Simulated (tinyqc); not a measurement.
Deep-level transient spectroscopy (DLTS) of one majority-carrier trap: one step, computed by the program tinyqc.

A filling pulse loads the traps in a one-sided junction; under reverse bias they empty at the rate e, and the capacitance relaxes as C(t) = C_0 - dC exp(-e t). The signal is S = [C(t_2) - C(t_1)]/dC.

Problem. Peak temperature and width. e = g sigma v N_b exp(-E/k_B T), v = sqrt(3 k_B T/m), N_b = 2 M (2 pi m k_B T/h^2)^(3/2), sigma = sigma_0 exp(-E_b/k_B T), E = E_t. S(e) = exp(-e t_1) - exp(-e t_2) peaks at the rate window e_0 = ln(t_2/t_1)/(t_2 - t_1). T_p solves e(T) = e_0 (bisection between 15 and 1500 K); the half-height points solve S = S_max/2 on either side.

Inputs (values chosen for the exercise, for a model semiconductor):
```
quantity                    value  unit
density-of-states mass m    0.422   m_0
valleys M                       1     -
trap depth E_t              0.156    eV
cross-section sigma_0     3.9e-17  cm^2
degeneracy ratio g            0.5     -
gate time t_1              0.0001     s
ratio t_2/t_1                   2     -
temperature T                  71     K
capture barrier E_b          0.18    eV
```

Carriers: holes. Extra term: capture barrier.

rate window e_0 = 6931.472 1/s

peak height S_max = 0.25

Constants: k_B = 8.617333262e-05 eV/K; k_B = 1.380649e-23 J/K; m_0 = 9.1093837015e-31 kg; h = 6.62607015e-34 J s.

Give: peak temperature T_p; lower half-height point; upper half-height point; full width.

Solution.

peak temperature T_p = 304.82 K

lower half-height point = 276.99 K

upper half-height point = 327.26 K

full width = 50.271 K

The width is 16.5 % of T_p, and E_t is 5.9 k_B T_p.
